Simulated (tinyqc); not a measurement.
# Changing the segregation energy E_s

Model: surface segregation during layer-by-layer epitaxy: two-layer exchange kinetics and the shape of quantum wells and delta layers. Computed by tinyqc, a small Python program. Command: `OMP_NUM_THREADS=1 python tinyqc.py 3006098 3006099 out.jsonl mbeseg sweep`. One thread of a shared host (Intel(R) Xeon(R) Processor @ 2.30GHz), about 0.01 s of CPU time with the checks.

Atoms A and B exchange only between the growing layer and the one below it. B is supplied for N layers, then pure A follows.

Inputs (values chosen for the exercise, close to those used for antimony in silicon):
```
quantity                                   value      unit
barrier E1 for B to move up                 1.83        eV
attempt frequency nu                          10       THz
growth rate G                                1.1  layers/s
share x0 of B in the flux during the well   0.16         -
layers in the well N                           6         -
layer thickness                             1.36  angstrom
temperature T                                300         C
```

Constants: k_B = 8.617333262e-05 eV/K.

Method:
- p1 = nu exp(-E1/(k_B T)) (B up, A down), p2 = nu exp(-(E1 + E_s)/(k_B T)) (B down); time per layer tau = 1/G; K = p1/p2.
- Temperatures in kelvin are T(C) + 273.15.
- Dilute equilibrium share passed up per layer R_eq = K/(1 + K).
- Each layer is deposited complete with B share x_dep and then exchanges for the time tau = 1/G with the layer below, whose share is b (total c = s + b fixed): ds/dt = p1 b (1 - s) - p2 s (1 - b), s(0) = x_dep. With the roots s1 < s2 of the right side, (s - s1)/(s - s2) = [(s(0) - s1)/(s(0) - s2)] exp(-(p1 - p2)(s2 - s1) tau). The lower layer is then buried with c - s, and s becomes the b of the next layer.
- In the dilute tail each layer passes up the share R = R_eq (1 - exp(-(p1 + p2) tau)); decay length = -layer thickness/ln R.
- Index 0 is the last layer of pure A below the well. Share of B outside the intended layers 1..N = 1 - (sum over 1..N)/(N x0).

One run for each value:
```
segregation energy E_s (eV)  share passed up R  decay length (angstrom)  peak share (largest buried share)     R_eq
0.03                                7.3612e-04                  0.18852                               0.16  0.64735
0.10                                7.3623e-04                  0.18852                               0.16  0.88337
0.17                                7.3625e-04                  0.18852                               0.16  0.96899
0.31                                7.3626e-04                  0.18852                               0.16  0.99812
0.39                                7.3626e-04                  0.18852                               0.16  0.99963
0.46                                7.3626e-04                  0.18852                               0.16  0.99991
0.53                                7.3626e-04                  0.18852                               0.16  0.99998
0.60                                7.3626e-04                  0.18852                               0.16  0.99999
```

Give the missing row, segregation energy E_s (eV) = 0.24.

Computed row:
```
segregation energy E_s (eV)  share passed up R  decay length (angstrom)  peak share (largest buried share)     R_eq
0.24                                7.3626e-04                  0.18852                               0.16  0.99230
```

Interpolating between the two neighbouring rows (the first column on a logarithmic scale, the others too where they are positive) misses most in R_eq, by 0.67 %. Over the rows, share passed up R rises from 7.3612e-4 to 7.3626e-4; decay length (angstrom) rises from 0.188519 to 0.188524; peak share (largest buried share) does not change. R stays far below R_eq: the rate p1 limits, so E_s hardly matters.

Caution (all rows): a decay length below one layer thickness is only formal. Caution (all rows): two-layer exchange with complete layers is a simplification that can understate segregation at low temperature; desorption, step-edge exchange and surfactants are left out.

Extremes, crossings and ranges named in words are read from the listed rows.
